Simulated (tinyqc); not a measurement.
Comparisons within one model: alloy A(1-x)B(x) by interpolation with bowing. A value that a table varies takes the place of the one given here.

Each gap follows E(x) = (1 - x) E_A + x E_B - C x (1 - x); the lattice constant follows Vegard, a(x) = (1 - x) a_A + x a_B.

Mass at Gamma from the Kane formula 1/m = F + Ep (Eg + 2 Dso/3)/(Eg (Eg + Dso)). F is fixed by the masses of A and B and interpolated linearly, as is Ep; Eg and Dso carry their bowing.

Constants: hc = 1239.841984 eV nm.

Parameters, chosen for this exercise (A near InAs, B near InSb; not measured data):

| symbol | value | unit | meaning |
|---|---|---|---|
| a | (6.052, 6.487) | angstrom | lattice constant of A, B |
| Eg | (0.413, 0.232) | eV | gap at Gamma to the s-like level of A, B |
| EgX | (1.437, 0.629) | eV | gap to the lowest valley along Gamma-X of A, B |
| EgL | (1.127, 0.917) | eV | gap to L of A, B |
| C | (0.645, 0.61, 0.578) | eV | bowing of the Gamma, X and L gaps |
| Dso | (0.396, 0.821) | eV | spin-orbit splitting of A, B |
| Ep | (21.2, 23.4) | eV | Kane energy of A, B |
| me | (0.0256, 0.0133) | m0 | electron mass at Gamma of A, B |
| Cs | 1.26 | eV | bowing of Dso |
| x | 0.61 |  | fraction of B |

## Gaps across the alloy

Eleven compositions.

Gaps (eV):

| x | a (angstrom) | Gamma | X | L | lowest | wavelength (nm) |
|---|---|---|---|---|---|---|
| 0.0 | 6.0520 | 0.413 | 1.437 | 1.127 | Gamma | 3002 |
| 0.1 | 6.0955 | 0.337 | 1.301 | 1.054 | Gamma | 3681 |
| 0.2 | 6.1390 | 0.274 | 1.178 | 0.993 | Gamma | 4532 |
| 0.3 | 6.1825 | 0.223 | 1.067 | 0.943 | Gamma | 5554 |
| 0.4 | 6.2260 | 0.186 | 0.967 | 0.904 | Gamma | 6673 |
| 0.5 | 6.2695 | 0.161 | 0.880 | 0.877 | Gamma | 7689 |
| 0.6 | 6.3130 | 0.150 | 0.806 | 0.862 | Gamma | 8288 |
| 0.7 | 6.3565 | 0.151 | 0.743 | 0.859 | Gamma | 8219 |
| 0.8 | 6.4000 | 0.165 | 0.693 | 0.867 | Gamma | 7514 |
| 0.9 | 6.4435 | 0.192 | 0.655 | 0.886 | Gamma | 6456 |
| 1.0 | 6.4870 | 0.232 | 0.629 | 0.917 | Gamma | 5344 |

The lowest valley is Gamma at every x. The Gamma gap has a minimum inside the range, 0.149 eV at x = (C - (E_B - E_A))/(2C) = 0.640, since the bowing exceeds the difference of the end gaps.

## Three ways to interpolate a mass

Linear in m, linear in 1/m, and the Kane formula.

Masses (m0):

| x | Eg (eV) | linear in m | linear in 1/m | Kane | Kane m/Eg (1/eV) |
|---|---|---|---|---|---|
| 0.000 | 0.413 | 0.0256 | 0.0256 | 0.0256 | 0.0620 |
| 0.125 | 0.320 | 0.0241 | 0.0229 | 0.0190 | 0.0593 |
| 0.250 | 0.247 | 0.0225 | 0.0208 | 0.0143 | 0.0578 |
| 0.375 | 0.194 | 0.0210 | 0.0190 | 0.0112 | 0.0575 |
| 0.500 | 0.161 | 0.0194 | 0.0175 | 0.0094 | 0.0580 |
| 0.625 | 0.149 | 0.0179 | 0.0162 | 0.0087 | 0.0586 |
| 0.750 | 0.156 | 0.0164 | 0.0151 | 0.0092 | 0.0588 |
| 0.875 | 0.184 | 0.0148 | 0.0141 | 0.0107 | 0.0583 |
| 1.000 | 0.232 | 0.0133 | 0.0133 | 0.0133 | 0.0573 |

At x = 0.5 the three give 0.0195, 0.0175 and 0.0094; judged by the largest distance, the Kane value is closer to the interpolation in 1/m (largest distances 0.0101 m0 from the rule in m, 0.0081 m0 from the rule in 1/m), and it dips below both end values, following the bowed gap, which neither rule can do. The ratio m/Eg varies by a factor of 1.08 while the gap varies by 2.78; a constant ratio is the two-band rule m = Eg/Ep at fixed Ep.

## What each parameter does

Gaps at x and the Kane mass. Each row changes one parameter from the base and keeps the others.

Results:

| case | Gamma (eV) | X (eV) | L (eV) | mass (m0) |
|---|---|---|---|---|
| base | 0.1491 | 0.7990 | 0.8614 | 0.0087 |
| x = 0.65 | 0.1486 | 0.7730 | 0.8590 | 0.0087 |
| C = (0.745, 0.71, 0.678) eV | 0.1254 | 0.7752 | 0.8376 | 0.0074 |
| Eg = (0.434, 0.232) eV | 0.1573 | 0.7990 | 0.8614 | 0.0091 |
| EgX = (1.437, 0.598) eV | 0.1491 | 0.7801 | 0.8614 | 0.0087 |
| EgL = (1.071, 0.917) eV | 0.1491 | 0.7990 | 0.8396 | 0.0087 |
| Ep = (23.3, 25.7) eV | 0.1491 | 0.7990 | 0.8614 | 0.0084 |
| Cs = 1.31 eV | 0.1491 | 0.7990 | 0.8614 | 0.0087 |

The largest shifts from the base row, up to three for each result and ties (the steps differ in size, so this ranks the rows, not the parameters). Gamma (eV): C -0.0238, Eg +0.0082, x -0.0005; unchanged at the printed digits by EgX, EgL, Ep and Cs. X (eV): x -0.0260, C -0.0238, EgX -0.0189; unchanged at the printed digits by Eg, EgL, Ep and Cs. L (eV): C -0.0238, EgL -0.0218, x -0.0024; unchanged at the printed digits by Eg, EgX, Ep and Cs. mass (m0): C -0.0013, Ep -0.0004, Eg +0.0004; unchanged at the printed digits by x, EgX, EgL and Cs.

(tinyqc, `OMP_NUM_THREADS=1 python tinyqc.py 1080195 1080196 out.jsonl`, Intel(R) Xeon(R) Processor @ 2.30GHz, 1 thread, shared host, about 0.01 s.)
